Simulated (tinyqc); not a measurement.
Worked calculation: strain, valley repopulation and piezoresistance in a many-valley conduction band. Computed by tinyqc, a small Python program that keeps every step. Command: `OMP_NUM_THREADS=1 python tinyqc.py 3003415 3003416 out.jsonl valleys walk`. One thread of a shared host (Intel(R) Xeon(R) Processor @ 2.30GHz), about 0.02 s of CPU time with the checks. Intermediate numbers are printed to about 6 digits and carried at full precision; extremes and crossings named in words are read from the listed rows.

Valleys are ellipsoids with mass m_l along the axis a and m_t across it, parabolic, with one constant relaxation time; strain shifts the valleys and leaves the masses alone. Currents are taken along [110], along the load, and along [001], across the load.

Inputs (values chosen for the exercise, modelled on silicon):
```
quantity                               value    unit
longitudinal mass m_l                  0.904     m_0
transverse mass m_t                    0.186     m_0
shear deformation potential Xi_u        9.12      eV
dilation deformation potential Xi_d      1.1      eV
C11                                      164     GPa
C12                                     64.5     GPa
C44                                     80.3     GPa
stress X (tension positive)              150     MPa
electron density n                   4.1e+15  1/cm^3
relaxation time tau                       42      fs
temperature T                            500       K
```

Valley axes: <100> (6 valleys in 3 pairs). Load: uniaxial [110].

Constants: k_B = 8.617333262e-05 eV/K; m_0 = 9.1093837015e-31 kg; k_B = 1.380649e-23 J/K; hbar = 1.054571817e-34 J s; e = 1.602176634e-19 C.

## Strain

Compliances S11 = (C11 + C12)/((C11 - C12)(C11 + 2 C12)), S12 = -C12/((C11 - C12)(C11 + 2 C12)), S44 = 1/C44; stress sigma_ij = X n_i n_j for the unit vector n of the load; e_xx = S11 sigma_xx + S12 (sigma_yy + sigma_zz), e_xy = S44 sigma_xy/2 (tensor strain).

strain tensor (%):
```
           x          y           z
x  0.0421905  0.0466999   0.0000000
y  0.0466999  0.0421905   0.0000000
z  0.0000000  0.0000000  -0.0331864
```

## Valley shifts

Herring-Vogt shift of a valley with unit axis a: dE = Xi_d tr(e) + Xi_u a.e.a.

shifts dE (meV): x 4.41091, y 4.41091, z -2.46346

splitting (highest minus lowest) = 6.87437 meV

Lowest: z; the splitting is 0.160 k_B T.

## Populations

Each of the 6 valleys holds n_v = N_v (2/sqrt(pi)) F_1/2((E_F - dE_v)/(k_B T)), N_v = 2 (m_d k_B T/(2 pi hbar^2))^(3/2), m_d = (m_l m_t^2)^(1/3); E_F solves sum n_v = n and is counted from the unstrained edge. F_j(eta) = int_0^infinity x^j/(1 + exp(x - eta)) dx, without a gamma-function factor. It is evaluated after integrating by parts. Integrals over x = E/(k_B T) use 160 Gauss-Legendre points in u = sqrt(x) from 0 to sqrt(max(eta, 0) + 32).

Fermi level E_F = -409.263 meV

share of the electrons (per pair): x 0.315162, y 0.315162, z 0.369677

## Mobility tensor and resistance change

Mobility tensor mu = e tau sum_v (n_v/n) [1/m_t + (1/m_l - 1/m_t) a a^T]; unstrained mu_0 = e tau (1/m_l + 2/m_t)/3; resistivity along d from the inverse tensor, rho_d = d.mu^-1.d/(n e), mobility along d = 1/(d.mu^-1.d); gauge pi_d = (rho_d/rho_0 - 1)/X.

mobility tensor (cm^2/(V s)):
```
         x        y        z
x  297.739    0.000    0.000
y    0.000  297.739    0.000
z    0.000    0.000  280.543
```

unstrained mobility mu_0 = 292.007 cm^2/(V s)

mobility along the first direction = 297.739 cm^2/(V s)

mobility along the second direction = 280.543 cm^2/(V s)

resistance change along the first direction = -1.92519 %

resistance change along the second direction = 4.08640 %

The mobility lies between e tau/m_l = 81.7 and e tau/m_t = 397; the trace stays at 3 mu_0. Along the first direction the filled valleys present more of their light mass.

## Linear piezoresistance coefficients

With eta_0 the reduced Fermi level without strain, r = F_-1/2(eta_0)/(2 F_1/2(eta_0)) (1 for a classical gas) and c = r (Xi_u/k_B T) (m_l - m_t)/(2 m_l + m_t): pi11 = -(2/3) c (S11 - S12), pi12 = -pi11/2, pi44 = 0, with S11 - S12 = 1/(C11 - C12).

eta_0 = -9.54490

degeneracy factor r = 0.999975

pi11 = -51.0653 1e-11/Pa

pi12 = 25.5327 1e-11/Pa

pi44 = 0 1e-11/Pa

The gas is classical, so the coefficients follow 1/T.

## Full result against the linear law

Linear theory: pi_l = (pi11 + pi12 + pi44)/2, pi_t = pi12 along [001].

Resistance changes (%); at 2000 MPa the strain is near or above 1 %, where band warping, left out here, matters:
```
X (MPa)  splitting (meV)  largest share  first direction    linear  second direction    linear
-2000            91.6583       0.471885          17.6012   25.5327           -23.038  -51.0653
-1000            45.8291       0.426403          11.1775   12.7663           -16.741  -25.5327
-400             18.3317       0.376864           4.9344    5.1065            -8.596  -10.2131
-150              6.8744       0.350566           1.8968    1.9149            -3.589   -3.8299
-50               2.2915       0.339189           0.6366    0.6383            -1.249   -1.2766
50                2.2915       0.345254          -0.6398   -0.6383             1.305    1.2766
150               6.8744       0.369677          -1.9252   -1.9149             4.086    3.8299
400              18.3317       0.433472          -5.1312   -5.1065            12.130   10.2131
1000             45.8291       0.591573         -12.2407  -12.7663            38.689   25.5327
2000             91.6583       0.807539         -20.3903  -25.5327           105.026   51.0653
```

Along the first direction the linear law holds within 10 % for 7 of the 10 stresses, at -400, -150, -50.0, 50.0, 150, 400, 1000 MPa. At the largest compression the full change is +17.6 % against the linear +25.5 %, at the largest tension -20.4 % against -25.5 %: once the splitting is comparable with k_B T (or E_F) the populations no longer follow it linearly, and the change must saturate when the upper valleys are empty.

Checks made by the program: trace of the tensor against 3 mu_0 (relative difference below 1e-10); linear coefficients against the full calculation at 0.01 MPa (relative difference 1e-06).
